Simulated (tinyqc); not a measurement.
# Changing the Stoner parameter I

Model: Stoner model of a band magnet at zero temperature. Computed by tinyqc, a small Python program. Command: `OMP_NUM_THREADS=1 python tinyqc.py 3014497 3014498 out.jsonl stoner sweep`. One thread of a shared host (Intel(R) Xeon(R) Processor @ 2.30GHz), about 0.06 s of CPU time with the checks.

Five orbitals per spin share one band; u = (E - E_bottom)/W runs from 0 to 1, and the states per spin, atom and energy are g = 5 d(u)/W with d = (8/pi) sqrt(u (1 - u)). N(u) is the integral of d from 0. The moment m = n_up - n_down (electrons per atom) moves the fillings to n +/- m/10; the energy is E(m) = E_band(m) - I m^2/4.

Inputs (values chosen for the exercise, for a model d band):
```
quantity                    value  unit
band width W                    6    eV
filling n per spin orbital   0.23     -
start moment m0              0.67  mu_B
largest number of steps       600     -
```

Density of states: semi-elliptic.

Method. Solve N(u_F) = n; g_F = 5 d(u_F)/W; the Stoner product is I g_F. Split the bands by Delta = I m, find the common Fermi level that keeps 10 n electrons, and read m(out) = 5 [N(u + Delta/(2W)) - N(u - Delta/(2W))], N clipped to 0 and 1. Start from m0 (at most 0.9 m_max, m_max = 10 min(n, 1 - n)); stop when m changes by less than 1e-8; moments under 1e-5 count as 0.

One run for each value:
```
Stoner parameter I (eV)  moment m (mu_B)  Stoner product I g_F
0.515                             0.0000                0.4911
0.635                             0.0000                0.6055
0.755                             0.0000                0.7199
0.875                             0.0000                0.8343
0.994                             0.0000                0.9478
1.110                             1.8431                1.0584
1.230                             2.3000                1.1728
1.350                             2.3000                1.2873
1.470                             2.3000                1.4017
1.590                             2.3000                1.5161
```

Over the rows, moment m (mu_B) rises from 0 to 2.30, flat over part of the range; Stoner product I g_F rises from 0.491 to 1.52 (exponent d ln y / d ln x about 1.00 throughout). The moment appears between I = 0.994 and 1.11 eV, where I g_F goes from 0.95 to 1.06.

Extremes, crossings and ranges named in words are read from the listed rows.
